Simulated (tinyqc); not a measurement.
## Resonant-tunnelling diode, transfer matrices and Tsu-Esaki current: current against voltage

Emitter (band edge 0), barrier d1, well Lw, barrier d2, spacer ds, collector (edge -V). The bias drops linearly over these layers and none in the contacts; each layer is cut into ns equal slices, flat at the value of their centres. E is the energy of motion across the layers, C = hbar^2/(2 m0), psi and psi'/m are continuous. Transport is coherent, T(E) is taken as independent of the transverse momentum, and charge in the well is ignored.

For the pair (psi, psi'/m) a flat layer has M = [[cos kd, (m/k) sin kd], [-(k/m) sin kd, cos kd]] with k = sqrt(m (E - U)/C) above its edge U, and M = [[cosh Kd, (m/K) sinh Kd], [(K/m) sinh Kd, cosh Kd]] with K = sqrt(m (U - E)/C) below it. Later slices stand to the left. With M acting on (psi, psi'/m) and v = k/m in each lead, T(E) = 4 vL vR/[(vL vR M12 - M21)^2 + (vR M11 + vL M22)^2]. J = J0 times the integral over E > 0 of T(E) N(E), N = ln[(1 + exp((Ef - E)/Vt))/(1 + exp((Ef - V - E)/Vt))], J0 = q^2 mw m0 kB T/(2 pi^2 hbar^3) (times 1e-4 for A/cm^2 per eV). The integral is converged to the digits shown.

Values chosen for this exercise; masses and offsets of a made-up heterostructure: temperature T = 300 K; mass in the well, spacer and contacts mw = 0.26 m0; barrier height U1 = 1 eV; barrier mass m1 = 0.51 m0; emitter barrier d1 = 0.8 nm; well width Lw = 1.8 nm; collector barrier d2 = 0.8 nm; slices in each layer ns = 1; undoped spacer after the collector barrier ds = 3.9 nm; Fermi energy of both contacts above their band edges Ef = 0.061 eV.

Constants: q = 1.602176634e-19 C, kB = 1.380649e-23 J/K, hbar = 1.054571817e-34 J s, m0 = 9.1093837015e-31 kg, Vt = kB T/q, hbar^2/(2 m0) = 0.0380998212 eV nm^2. Results are converted to the units shown.

Current against voltage:
```
V (V),J (kA/cm^2)
0.076,6.669
0.162,15.15
0.248,31.45
0.334,60.43
0.42,106.6
0.506,170.5
0.592,239.2
0.678,268.9
0.764,34.21
0.849,4.913
0.935,3.038
1.021,2.181
1.107,1.746
```

Among the rows the current peaks at 269 kA/cm^2 at V = 0.678 V and falls to 1.75 kA/cm^2 at 1.107 V, a ratio of 154 (it is still falling in the last row, so the valley lies there or beyond). At zero bias the resonance lies at 0.178 eV and the centre of the well takes the share 0.233 of the bias, so the level should reach the emitter band edge near V = 0.764 V; beyond that only the tail of the broadened level (width 1.91 meV at zero bias) and off-resonant tunnelling carry current. Without scattering and space charge the valley comes out far lower than in a real diode. In 9 of the 13 rows the bias alone exceeds 0.4 V, so electrons enter the collector far above its band edge, where real bands are no longer parabolic.

Computed by the program tinyqc: `OMP_NUM_THREADS=1 python tinyqc.py 2600115 2600116 out.jsonl`, one thread of a shared Intel Xeon 2.30GHz, about 0.2 s for the whole run.
